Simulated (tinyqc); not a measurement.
Inside a calculation. Model: electron mobility of a polar semiconductor by Rode's iterative solution of the Boltzmann equation. Computed by tinyqc, a small Python program that keeps every step. Command: `OMP_NUM_THREADS=1 python tinyqc.py 3002522 3002523 out.jsonl rode walk`. One thread of a shared host (Intel(R) Xeon(R) Processor @ 2.30GHz), about 0.01 s of CPU time with the checks. Intermediate numbers are printed to about 5 digits and carried at full precision; extremes and crossings named in words are read from the listed rows.

The distribution is f(E) + e F l(E) (-df/dE) cos(theta) for a weak field F, theta counted from the force; l(E) is a mean free path. Elastic processes enter by their momentum rate, polar optical phonons by out- and in-scattering terms. One valley only: where upper valleys lie close, measured mobilities are lower. The density n is prescribed, even where a narrow-gap material would have more intrinsic carriers.

Inputs (values chosen for the exercise, modelled on GaSb):
```
quantity                               value    unit
effective mass m                      0.0417     m_0
non-parabolicity alpha                   1.3    1/eV
static permittivity eps_s               15.7       -
high-frequency permittivity eps_inf     14.4       -
density rho                             5610  kg/m^3
sound velocity v_l                      4220     m/s
acoustic deformation potential D_A       7.6      eV
optical phonon energy hbar w            30.2     meV
electron density n                   4.7e+14  1/cm^3
compensation ratio C                       0       -
temperature T                            200       K
grid points per phonon energy s            8       -
iteration cap                            200       -
```

Band: Kane. Elastic processes: acoustic, impurity.

Constants: k_B = 8.617333262e-05 eV/K; m_0 = 9.1093837015e-31 kg; e = 1.602176634e-19 C; hbar = 1.054571817e-34 J s; eps_0 = 8.8541878128e-12 F/m; k_B = 1.380649e-23 J/K; hbar = 6.582119569e-16 eV s.

## Fermi level and screening

Kane band: hbar^2 k^2/(2 m) = E (1 + alpha E), speed v = hbar k/(m (1 + 2 alpha E)), states per spin, volume and energy g(E) = m k (1 + 2 alpha E)/(2 pi^2 hbar^2); overlap factors are set to 1. Masses are multiplied by m_0 and all formulas are in SI units. The reduced Fermi level eta = E_F/(k_B T) solves n = 2 Z int g f dE with f = 1/(1 + exp(x - eta)) (Z = 1 unless valleys are given); screening length L_s = sqrt(eps_s eps_0 k_B T/(e^2 dn/deta)), dn/deta = 2 Z int g f (1 - f) dE. Integrals over x = E/(k_B T) use 160 Gauss-Legendre points in u = sqrt(x) from 0 to sqrt(max(eta, 0) + 32). N_I = n (1 + C)/(1 - C).

reduced Fermi level eta = -5.5922

screening length L_s = 178.48 nm

ionised impurity density N_I = 4.70e+14 1/cm^3

## Rates on one ladder of the grid

Phonon occupation N_q = 1/(exp(hbar w/(k_B T)) - 1). Acoustic deformation potential (elastic, equipartition, absorption and emission together): 1/tau = 2 pi k_B T D_A^2 g(E)/(hbar rho v_l^2). Singly charged impurities, momentum relaxation: 1/tau = N_I e^4 m (1 + 2 alpha E) Phi/(8 pi (eps_s eps_0)^2 hbar^3 k^3), with alpha = 0 for a parabolic band. Brooks-Herring: Phi = ln(1 + b) - b/(1 + b), b = 4 k^2 L_s^2. Polar optical, unscreened: W = e^2 w (1/eps_inf - 1/eps_s) m (1 + 2 alpha E') ln|(k + k')/(k - k')| / (4 pi eps_0 hbar^2 k), times N_q for absorption (E' = E + hbar w) and N_q + 1 for emission (E' = E - hbar w > 0), with alpha = 0 for a parabolic band; mean cosine of the angle <cos> = (k^2 + k'^2)/(2 k k') - 1/ln|(k + k')/(k - k')|. Energy grid E_j = (j + 1/2) hbar w/s, j = 0, 1, ..., up to (max(eta, 0) + 18) k_B T, so that E_j +/- hbar w are grid points; l = 0 beyond the grid; integrals are sums times the spacing. With f' = f(E'): out-scattering S_o = sum over absorption and emission of W (1 - f')/(1 - f); nu = sum of elastic rates; the in-scattering weights are c+ = W_abs <cos> (1 - f')/(1 - f) for E' = E + hbar w and c- likewise for emission.

Points j = s/2, s/2 + s, ... (the first seven rungs, or as many as the grid holds), rates in 1e12/s:
```
E (meV)      v (m/s)       nu     S_o       c+      c-
16.9875   3.6652e+05  0.11674  0.4806  0.19403  0.0000
47.1875   5.7895e+05  0.12524  1.9675  0.24545  0.6114
77.3875   7.0565e+05  0.16226  2.3108  0.26286  1.0142
107.5875  7.9478e+05  0.20279  2.4070  0.27203  1.1859
137.7875  8.6191e+05  0.24536  2.4514  0.27814  1.2843
167.9875  9.1454e+05  0.28990  2.4796  0.28285  1.3512
198.1875  9.5693e+05  0.33646  2.5018  0.28683  1.4018
```

Points one phonon energy apart are coupled only to each other, so the grid falls into s independent ladders.

## The first two iterations on one ladder of the grid

Iteration: l_new(E) = [v(E) + c+ l(E + hbar w) + c- l(E - hbar w)]/(nu + S_o), from l = 0.

l after iteration 1 (nm): 613.62  276.64  285.34  304.54  319.61  330.22  337.15

l after iteration 2 (all rungs but the last shown) (nm): 703.49  489.38  431.16  467.51  498.71  520.58

In-scattering lengthens l on the lowest rung by 14.6 % and on the second by 76.9 % in this step.

## The whole iteration

mu = e sum g v l f (1 - f) / (3 k_B T sum g f) over the grid; stop when mu changes by less than 1e-8 of itself.

Course of the iteration:
```
iteration  mu (cm^2/(V s))  relative change
1                    35377       1.0000e+00
2                    45145       2.1637e-01
3                    49995       9.6998e-02
4                    51591       3.0934e-02
5                    52409       1.5624e-02
6                    52690       5.3317e-03
7                    52838       2.7853e-03
...                    ...              ...
17                   52935       7.2938e-07
18                   52935       2.5898e-07
19                   52935       1.4487e-07
20                   52935       5.1398e-08
21                   52935       2.8951e-08
22                   52935       1.0260e-08
23                   52935       5.8157e-09
```

mobility mu = 52935 cm^2/(V s)

iterations = 23

Converged in 23 iterations; mu rises at every step, from 35380 to 52930, since each step returns more of the forward-scattered current.

## Approximations against the iterative solution

Self-energy RTA: l = v/(nu + S_o), the first iteration. Momentum RTA: l = v/(nu + S_o - c+ v(E + hbar w)/v - c- v(E - hbar w)/v), listed only where the denominator is positive on the whole grid. The polar-only value solves the same system with nu = 0; the elastic value takes l = v/nu.

Mobilities:
```
method                              mu (cm^2/(V s))  deviation (%)
iterative solution                       5.2935e+04           0.00
self-energy RTA                          3.5377e+04         -33.17
momentum RTA                             6.6253e+04          25.16
polar phonons alone, exact               6.8151e+04          28.75
elastic processes alone                  2.8991e+05         447.67
Matthiessen's rule on the last two       5.5179e+04           4.24
```

self-energy RTA mobility = 35377 cm^2/(V s)

polar-phonon mobility = 68151 cm^2/(V s)

elastic mobility = 2.8991e+05 cm^2/(V s)

error of the self-energy RTA = -33.168 %

The self-energy RTA is 33.2 % low: it counts every polar event as a full loss of current, though forward events keep part of it. Here hbar w/k_B T = 1.75. Matthiessen's rule is 4.2 % high. The momentum RTA deviates by +25.2 %.

Checks made by the program: iterated mobility against a direct solution of the banded linear system (relative difference 4e-09).
